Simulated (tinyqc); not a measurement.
Metal gate on a two-layer dielectric stack with fixed charge and a dipole: threshold against doping.

Gate, layer 2, layer 1, p-type semiconductor; x runs from the gate inwards. Charges are counted in units of +q. psi is the band bending at the surface, positive towards inversion. Classical charge, Boltzmann statistics, no interface traps.

EOT = 3.9 (t1/e1 + t2/e2), Cox = eps0/(t1/e1 + t2/e2); phi_ms = pM - (chi + Eg - Vt ln(Nv/Na)). Vfb = phi_ms + Vd - (q/eps0) [Q1 (t1/e1 + t2/e2) + Q2 t2/e2 + r1 (t1^2/(2 e1) + t1 t2/e2) + r2 t2^2/(2 e2)]: each charge counts with its electrical distance from the gate. ni = sqrt(Nc Nv) exp(-Eg/(2 Vt)), Eg in volts, pB = Vt ln(Na/ni), Vth = Vfb + 2 pB + sqrt(4 q eps0 eps_r Na pB)/Cox.

Inputs (values chosen for the exercise); band and dielectric values close to those of silicon, layer 1 close to aluminium oxide, layer 2 close to hafnium oxide:
- T = 300 K (temperature)
- Eg = 1.11 eV (band gap)
- eps_r = 11.8 (relative permittivity)
- Nc = 2.83e19 cm^-3 (conduction-band density of states at T)
- Nv = 2.65e19 cm^-3 (valence-band density of states at T)
- chi = 4.08 eV (electron affinity)
- pM = 4.27 eV (work function of the gate metal)
- t1 = 1.5 nm (thickness of layer 1, next to the semiconductor)
- e1 = 8.74 (relative permittivity of layer 1)
- t2 = 3 nm (thickness of layer 2, next to the gate)
- e2 = 22.3 (relative permittivity of layer 2)
- Q1 = 7.9e11 cm^-2 (fixed charge at the semiconductor interface)
- Q2 = -2e12 cm^-2 (fixed charge between the layers)
- r1 = 0 cm^-3 (uniform charge density in layer 1)
- r2 = 0 cm^-3 (uniform charge density in layer 2)
- Vd = 0 V (flat-band shift by a dipole layer between the layers)

Constants: q = 1.602176634e-19 C, kB = 1.380649e-23 J/K, Vt = kB T/q, eps0 = 8.8541878128e-14 F/cm where lengths are in cm. Results are converted to the units shown.

Threshold against doping:
```
Na (cm^-3)  phi_ms (V)  2 pB (V)  Qd/Cox (V)    Vth (V)
8.9e14         -0.6537    0.5757    0.004529   -0.06856
2.7e15         -0.6824    0.6331    0.008271   -0.03613
8.1e15         -0.7108    0.6899     0.01496  -0.001043
2.5e16         -0.7399    0.7481     0.02736    0.04050
7.5e16         -0.7683    0.8049     0.04916    0.09070
2.3e17         -0.7973    0.8629     0.08913     0.1596
6.8e17         -0.8253    0.9189      0.1582     0.2567
2.1e18         -0.8545    0.9772      0.2866     0.4143
```

Vth rises from -0.0686 to 0.414 V. Of the change, phi_ms + 2 pB gives 201 mV (Vt ln 10 a decade) and the depletion charge 282 mV, growing as Na^(0.53).

tinyqc, about 0.01 s, one thread, Intel Xeon 2.30GHz (shared host): `OMP_NUM_THREADS=1 python tinyqc.py 2010061 2010062 out.jsonl`
